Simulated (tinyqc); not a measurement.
Comparisons within one model: strain-driven crossing of the Gamma and L valleys in a germanium-like crystal alloyed with tin. A value that a table varies takes the place of the one given here.

Biaxial loads: e0 is the in-plane strain e_par and the normal is free. (001): e_perp = -2 (C12/C11) e_par; exx = eyy = e_par, ezz = e_perp, no shear. (111): e_perp = -(2 C11 + 4 C12 - 4 C44)/(C11 + 2 C12 + 4 C44) e_par; exx = eyy = ezz = (2 e_par + e_perp)/3 and exy = eyz = ezx = (e_perp - e_par)/3. (110): e_perp = -(C11 + 3 C12 - 2 C44)/(C11 + C12 + 2 C44) e_par; exx = eyy = (e_par + e_perp)/2, ezz = e_par, exy = (e_perp - e_par)/2, eyz = ezx = 0. Uniaxial loads: a stress along n, scaled so that n.e.n = e0, with exx = s11 sxx + s12 (syy + szz), exy = s44 sxy/2, s11 = (C11 + C12)/((C11 - C12)(C11 + 2 C12)), s12 = -C12/((C11 - C12)(C11 + 2 C12)), s44 = 1/C44.

Edges from the unstrained valence top: Gamma at Eg + ac tr(e); an L valley with unit axis u at EgL + aL tr(e) + XuL (u.e.u - tr(e)/3), u along [111], [1-1-1], [-11-1], [-1-11]; valence edges are the levels of the 6 x 6 matrix of X, Y, Z times spin with -Dso/3 + l exx + m (eyy + ezz) on the diagonal (cyclic), n exy off it, l = av + 2 b, m = av - b, n = sqrt(3) d. Spin-orbit term (Dso/3) L.sigma on X, Y, Z with (L_k)_ij = -i epsilon_kij: <X+|H|Y+> = -i Dso/3, <X+|H|Z-> = Dso/3, <Y+|H|Z-> = -i Dso/3, <Z+|H|X-> = -Dso/3, <Z+|H|Y-> = i Dso/3, <X-|H|Y-> = i Dso/3, and their conjugates; + and - are the spin along z.

With tin the unstrained gaps become E(y) = (1 - y) E + y EgS - CS y (1 - y); all other values are kept.
Constants: kB = 8.617333262e-05 eV/K.

Parameters, chosen for this exercise (near those of Ge, gaps at low temperature; the results hold for these values, not for the real material):

| symbol | value | unit | meaning |
|---|---|---|---|
| Eg | 0.893 | eV | gap at Gamma to the s-like level |
| EgL | 0.755 | eV | gap to L |
| Dso | 0.293 | eV | spin-orbit splitting |
| ac | -8.2 | eV | conduction deformation potential |
| av | 1.23 | eV | valence hydrostatic potential |
| b | -2.57 | eV | tetragonal shear potential |
| d | -5.25 | eV | trigonal shear potential |
| aL | -1.47 | eV | hydrostatic potential of the L edge, Xd + Xu/3 |
| XuL | 15.79 | eV | uniaxial potential, L |
| y | 0.022 |  | tin fraction |
| EgS | (-0.402, 0.115) | eV | Gamma and L gaps of the tin end |
| CS | (2.81, 1.03) | eV | bowing of the Gamma and L gaps |
| C11 | 128.7 | GPa |  |
| C12 | 48.3 | GPa |  |
| C44 | 65.5 | GPa |  |
| load | biaxial (111) |  | kind of strain |
| mG | 0.0421 | m0 | mass at Gamma |
| mL | 0.548 | m0 | density-of-states mass of the four L valleys together |
| T | 300 | K | temperature |
| e0 | -0.0207 |  | size of the strain |

## Which strain makes the gap direct

For tension the difference Gamma minus lowest L is linear in e0; slope per 1 % and the e0 at which it vanishes (a dash: no crossing below 15 %), with the gap there.

Results:

| load | slope (meV per 1 %) | crossing e0 (%) | gap at the crossing (eV) |
|---|---|---|---|
| biaxial (001) | -84.1 | 1.01 | 0.627 |
| biaxial (110) | -26.4 | 3.23 | 0.124 |
| biaxial (111) | 37.5 | - | - |
| uniaxial [100] | -30.6 | 2.79 | 0.593 |
| uniaxial [111] | -4.7 | - | - |
| uniaxial [110] | 14.0 | - | - |

How do the results move?

The smallest strain is needed for biaxial (001) (1.01 %), then uniaxial [100] (2.79 %). No crossing below 15 % is found for biaxial (111), uniaxial [111] and uniaxial [110]: shear splits the L valleys and pulls the lowest down nearly as fast as, or faster than, Gamma. Loads without off-diagonal strain, (001) and [100], gain (ac - aL) tr(e) = -67 meV per 1 % of volume. Crossings beyond about 3 % are sensitive to second-order terms, left out here. For uniaxial [111] the slope is a near cancellation, so terms beyond this linear model decide.

## Sweep of a biaxial (111) strain

The valence splitting is the distance of the top two edges. Share in Gamma = mG^(3/2)/(mG^(3/2) + (mL^(3/2)/4) sum_i exp(-(E_Li - E_Gamma)/kT)).

Results:

| e0 (%) | direct gap (eV) | indirect gap (eV) | Gamma - L (meV) | valence splitting (meV) | share in Gamma (%) |
|---|---|---|---|---|---|
| -0.72 | 0.883 | 0.685 | 198 | 54 | 0.00131 |
| -0.27 | 0.834 | 0.706 | 128 | 22 | 0.0194 |
| 0.17 | 0.771 | 0.679 | 92 | 15 | 0.134 |
| 0.62 | 0.679 | 0.571 | 109 | 56 | 0.124 |
| 1.06 | 0.587 | 0.462 | 125 | 101 | 0.0676 |
| 1.51 | 0.490 | 0.348 | 142 | 148 | 0.0353 |
| 1.95 | 0.393 | 0.234 | 158 | 197 | 0.0186 |
| 2.40 | 0.292 | 0.117 | 175 | 248 | 0.00971 |

What can be read from the table?

The gap stays indirect over the sweep. This load splits the L valleys, and the lowest set changes where e0 changes sign, which bends the column Gamma - L. The direct gap goes from 0.883 to 0.292 eV; of that change -0.117 eV comes from the rise of the valence top through the shear terms and the rest from the volume. The share in Gamma goes from 0.00131 to 0.00971 %, with a peak of 0.134 % at e0 = 0.17 % among these rows.

## What each parameter does

Direct gap, Gamma minus the lowest L edge and the valence splitting. Each row changes one parameter from the base and keeps the others.

Results:

| case | direct gap (eV) | Gamma - L (meV) | valence splitting (meV) |
|---|---|---|---|
| base | 1.0319 | 410.7 | 116.6 |
| e0 = -0.0238 | 1.0660 | 459.5 | 125.3 |
| ac = -9.43 eV | 1.0729 | 451.8 | 116.6 |
| aL = -1.2495 eV | 1.0319 | 418.1 | 116.6 |
| av = 1.4145 eV | 1.0380 | 410.7 | 116.6 |
| b = -2.9555 eV | 1.0319 | 410.7 | 116.6 |
| C44 = 75.325 GPa | 1.0586 | 417.6 | 111.6 |
| Dso = 0.24905 eV | 1.0319 | 410.7 | 107.7 |

What does this show?

The largest shifts from the base row, up to three for each result and ties (the steps differ in size, so this ranks the rows, not the parameters). direct gap (eV): ac +0.0411, e0 +0.0341, C44 +0.0267; unchanged at the printed digits by aL, b and Dso. Gamma - L (meV): e0 +48.7, ac +41.1, aL +7.4; unchanged at the printed digits by av, b and Dso. valence splitting (meV): Dso -8.8, e0 +8.8, C44 -5.0; unchanged at the printed digits by ac, aL, av and b.

(tinyqc, `OMP_NUM_THREADS=1 python tinyqc.py 1051054 1051055 out.jsonl`, Intel(R) Xeon(R) Processor @ 2.30GHz, 1 thread, shared host, about 0.01 s.)
